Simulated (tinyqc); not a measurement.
# Worked calculation: bias-temperature instability, empirical power law with universal recovery

tinyqc, about 0.01 s, one thread, Intel Xeon 2.30GHz (shared host): `OMP_NUM_THREADS=1 python tinyqc.py 2070073 2070074 out.jsonl` Printed values are rounded.

Threshold-voltage shift at the end of a stress: dV = A (V/V0)^g exp[-(Ea q/kB)(1/T - 1/T0)] (t/1 s)^n. After a delay tr the permanent share pp stays and the rest falls by r = 1/(1 + B (tr/t)^be). An empirical model: its parameters are fits, not properties.

Inputs (values chosen for the exercise):
- V0 = 2 V (reference stress voltage)
- T0 = 373 K (reference temperature)
- A = 19 mV (shift after 1 s at V0 and T0)
- n = 0.18 (time exponent)
- g = 5.4 (voltage exponent)
- Ea = 0.05 eV (apparent activation energy of the shift)
- pp = 0.39 (permanent share)
- B = 1.4 (recovery scale)
- be = 0.14 (recovery dispersion)
- V = 0.94 V (use voltage)
- T = 328 K (use temperature)
- dc = 70 mV (failure criterion)
- tr = 1 s (delay before the measurement)

Constants: q = 1.602176634e-19 C, kB = 1.380649e-23 J/K. Results are converted to the units shown.

## Shift and lifetime at use conditions

The lifetime solves dV = dc; ten years are 3.15576e8 s.

voltage factor = 0.0169562
temperature factor = 0.807820
shift after ten years = 8.81526 mV
lifetime = 9.982e5 years
largest voltage for ten years = 1.37965 V

The device passes: the shift at ten years is below dc. A lifetime beyond 100 years is a far extrapolation of the power law. In time the voltage exponent is g/n = 30.0 and the activation energy Ea/n = 0.278 eV.

## What a delayed measurement sees

t, point 0 to 2 (s): [1, 10, 100]

At V0 and T0, measured shift = dV [pp + (1 - pp) r]; the apparent exponent is the slope of ln(shift) against ln t between the first and last point.

dV, point 0 to 2 (mV): [19, 28.7577, 43.5265]
share left, point 0 to 2: [0.644167, 0.692848, 0.741640]
measured, point 0 to 2 (mV): [12.2392, 19.9247, 32.2810]
apparent n = 0.210597

The delay hides 25.8 % of the last shift and raises the exponent from 0.18 to 0.211, since short stresses recover by a larger share.
